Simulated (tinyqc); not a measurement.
Monte Carlo simulation of one carrier in a uniform electric field: one step, computed by the program tinyqc. Command: `OMP_NUM_THREADS=1 python tinyqc.py 3023034 3023035 out.jsonl mcfl walk`. One thread of a shared host (Intel(R) Xeon(R) Processor @ 2.30GHz), about 3 s of CPU time with the checks.

The force e F acts along +z. Flights end at the constant total rate Gamma; the part of Gamma that the real rates do not fill is self-scattering, which leaves k unchanged. One valley, no impurities and no intervalley scattering.

Question. Flight 2. Kane band: hbar^2 k^2/(2 m) = E (1 + alpha E), speed v = hbar k/(m (1 + 2 alpha E)), states per spin, volume and energy g(E) = m k (1 + 2 alpha E)/(2 pi^2 hbar^2); overlap factors are set to 1. Masses are multiplied by m_0 and all formulas are in SI units. Flight: t = -ln(r1)/Gamma; k_z grows by e F t/hbar; E follows from the band; dz = (E_end - E_start)/(e F). Use row 2 of the random numbers.

Inputs (values chosen for the exercise, for a model polar semiconductor):

| quantity | value | unit |
|---|---|---|
| effective mass m | 0.071 | m_0 |
| non-parabolicity alpha | 0.62 | 1/eV |
| lattice temperature T | 300 | K |
| electric field F | 0.046 | kV/cm |

Crystal: polar. Band: Kane.

k after event 1, the start of the next flight (1/nm): 0.0493147  0.1249757  -0.1824587

Random numbers (0.02 to 0.98, from up to 60 sets tried for early real events), one row a flight:
```
       r1      r2      r3      r4
1  0.6860  0.5597  0.5395  0.5931
2  0.4437  0.3315  0.1937  0.2902
3  0.6144  0.3441  0.6918  0.7544
4  0.5380  0.5003  0.0617  0.4999
5  0.8441  0.7475  0.8386  0.4042
6  0.5104  0.6878  0.7126  0.9632
7  0.2111  0.8663  0.9180  0.8381
```

Gamma = 20.81126 1e12/s

Constants: e = 1.602176634e-19 C; hbar = 1.054571817e-34 J s; m_0 = 9.1093837015e-31 kg.

Give: flight time t; k at the end of the flight; energy at the end; displacement dz.

Answer.

flight time t = 39.046 fs

k at the end of the flight (1/nm): 0.04931  0.12498  -0.18219

energy at the end = 27.044 meV

displacement dz = -11.231 nm
